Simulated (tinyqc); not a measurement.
Modes across the composition range: two-mode optical phonons of a ternary alloy from two coupled oscillators. Computed by tinyqc, a small Python program. Command: `OMP_NUM_THREADS=1 python tinyqc.py 3025716 3025717 out.jsonl twomode walk`. One thread of a shared host (Intel(R) Xeon(R) Processor @ 2.30GHz), about 0.01 s of CPU time with the checks.

An alloy A(x)B(1-x)C has an A-C and a B-C bond oscillator. Each TO frequency moves linearly from the impurity mode (dilute end) to the TO of the pure crystal; each strength is proportional to the number of bonds.

Inputs (values chosen for the exercise, modelled on GaAs(1-x)P(x), with A-C the GaP-like and B-C the GaAs-like bond):

| quantity | value | unit |
|---|---|---|
| omega_TO of pure AC | 365.5 | 1/cm |
| omega_LO of pure AC | 399.1 | 1/cm |
| omega_TO of pure BC | 266.7 | 1/cm |
| omega_LO of pure BC | 294.4 | 1/cm |
| eps_inf of AC | 9.19 | - |
| eps_inf of BC | 11.2 | - |
| impurity mode of A in BC | 350.7 | 1/cm |
| impurity mode of B in AC | 268.7 | 1/cm |

Method:
- omega_1 = (impurity mode of A) + x (omega_TO,AC - impurity mode of A); omega_2 = (impurity mode of B) + (1 - x)(omega_TO,BC - impurity mode of B); eps_inf = x eps_AC + (1 - x) eps_BC; strengths W_1 = x eps_AC (omega_LO,AC^2 - omega_TO,AC^2), W_2 = (1 - x) eps_BC (omega_LO,BC^2 - omega_TO,BC^2).
- eps(omega) = eps_inf + W_1/(omega_1^2 - omega^2) + W_2/(omega_2^2 - omega^2) = 0 is the eigenproblem of the matrix [[omega_1^2 + W_1/eps_inf, sqrt(W_1 W_2)/eps_inf], [sqrt(W_1 W_2)/eps_inf, omega_2^2 + W_2/eps_inf]] for omega_LO^2.
- The polar coupling of mode j is c_j = (u_j . sqrt(W))^2/(eps_inf^2 omega_j^2), u_j its eigenvector and omega_j here its LO frequency; the c_j add up to 1/eps_inf - 1/eps_s. Froehlich constant alpha_j = (e^2/(4 pi eps_0)) c_j k_j/(2 E_j), E_j = h c omega_j, k_j = sqrt(m* E_j/(hbar^2/(2 m_0))).

Frequencies (1/cm):

| x | TO, A-C | TO, B-C | lower LO | upper LO | coupling share of the upper LO | eps_s |
|---|---|---|---|---|---|---|
| 0.02 | 350.996 | 266.74 | 293.71 | 351.84 | 0.03771 | 13.596 |
| 0.10 | 352.180 | 266.90 | 291.10 | 356.25 | 0.16811 | 13.389 |
| 0.20 | 353.660 | 267.10 | 288.14 | 361.47 | 0.30009 | 13.128 |
| 0.35 | 355.880 | 267.40 | 284.09 | 368.92 | 0.46122 | 12.731 |
| 0.50 | 358.100 | 267.70 | 280.33 | 376.07 | 0.59808 | 12.330 |
| 0.65 | 360.320 | 268.00 | 276.75 | 383.06 | 0.72245 | 11.924 |
| 0.80 | 362.540 | 268.30 | 273.28 | 389.95 | 0.84136 | 11.513 |
| 0.90 | 364.020 | 268.50 | 270.98 | 394.53 | 0.92013 | 11.236 |
| 0.98 | 365.204 | 268.66 | 269.16 | 398.18 | 0.98388 | 11.013 |

What follows from these numbers?

The upper LO moves from 351.8 to 398.2 and the lower from 293.7 to 269.2 per cm. At each dilute end one LO-TO pair closes onto an impurity mode. The upper LO shifts by +0.47 per cm for each per cent of x near the middle, which is how Raman spectra measure composition. Its share of the polar coupling passes one half between x = 0.35 and 0.5.
